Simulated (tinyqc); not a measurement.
# One-sided p+-n junction, ionisation integral and breakdown: multiplication against voltage

A p+ layer at x < 0 and an n drift layer from x = 0. Depletion approximation, built-in voltage neglected. Local ionisation coefficients alpha_n = an exp(-(bn/E)^mx), alpha_p = ap exp(-(bp/E)^mx). Electrons move towards +x, holes towards x = 0.

W = sqrt(2 eps0 eps_r V/(q N)), peak field E0 = q N W/(eps0 eps_r), falling linearly to 0 at W. G(x) = integral from 0 to x of (alpha_n - alpha_p); I_n = integral of alpha_n exp(-G) (electrons injected at x = 0), I_p = integral of alpha_p exp(G(end) - G) (holes injected at the far edge); M = 1/(1 - I). Integrals on a fine grid; BV is where I_n = 1. Here BV = 1364.20 V; the Miller exponent is n = ln(1 - 1/M)/ln(V/BV).

Inputs (values chosen for the exercise); material values close to those of gallium nitride: relative permittivity eps_r = 9.45; prefactor of the electron ionisation coefficient an = 3.07e8 1/cm; field constant for electrons bn = 3.19e7 V/cm; prefactor of the hole ionisation coefficient ap = 1.28e8 1/cm; field constant for holes bp = 2.11e7 V/cm; exponent mx = 1; donor density of the drift layer N = 1.3e16 cm^-3.

Constants: q = 1.602176634e-19 C, eps0 = 8.8541878128e-14 F/cm where lengths are in cm. Results are converted to the units shown.

Result of one run:

| E0 (kV/cm) | I_n | I_p | M_n | M_p | Miller n, electrons | Miller n, holes |
|---|---|---|---|---|---|---|
| 2.18e3 | 0.00935 | 0.458 | 1.01 | 1.84 | 13.1 | 2.19 |

Which reverse voltage V gave this result: 546, 955, 1090, 1260 or 1340 V?

V = 955 V.

The whole series:

| V (V) | E0 (kV/cm) | I_n | I_p | M_n | M_p | Miller n, electrons | Miller n, holes |
|---|---|---|---|---|---|---|---|
| 546 | 1.65e3 | 3.81e-5 | 0.0159 | 1.00 | 1.02 | 11.1 | 4.53 |
| 682 | 1.84e3 | 3.70e-4 | 0.0729 | 1.00 | 1.08 | 11.4 | 3.78 |
| 819 | 2.02e3 | 0.00215 | 0.217 | 1.00 | 1.28 | 12.0 | 2.99 |
| 955 | 2.18e3 | 0.00935 | 0.458 | 1.01 | 1.84 | 13.1 | 2.19 |
| 1090 | 2.33e3 | 0.0369 | 0.727 | 1.04 | 3.66 | 14.7 | 1.42 |
| 1170 | 2.41e3 | 0.0860 | 0.854 | 1.09 | 6.87 | 16.0 | 1.02 |
| 1260 | 2.50e3 | 0.243 | 0.949 | 1.32 | 19.5 | 17.8 | 0.662 |
| 1310 | 2.55e3 | 0.464 | 0.980 | 1.86 | 49.3 | 19.0 | 0.505 |
| 1340 | 2.58e3 | 0.702 | 0.992 | 3.36 | 131 | 19.7 | 0.427 |

M_n rises from 1.000 to 3.36 and M_p from 1.016 to 131; both diverge at BV. The Miller exponent for electrons rises from 11.1 to 19.7 and that for holes falls from 4.53 to 0.427, so one exponent describes neither over the whole range. The larger multiplication belongs to holes, whose coefficient at the peak field of the last row is 27.3 times the other.

Program tinyqc, `OMP_NUM_THREADS=1 python tinyqc.py 2120010 2120011 out.jsonl`; Intel Xeon 2.30GHz, shared host, one thread, about 0.06 s.
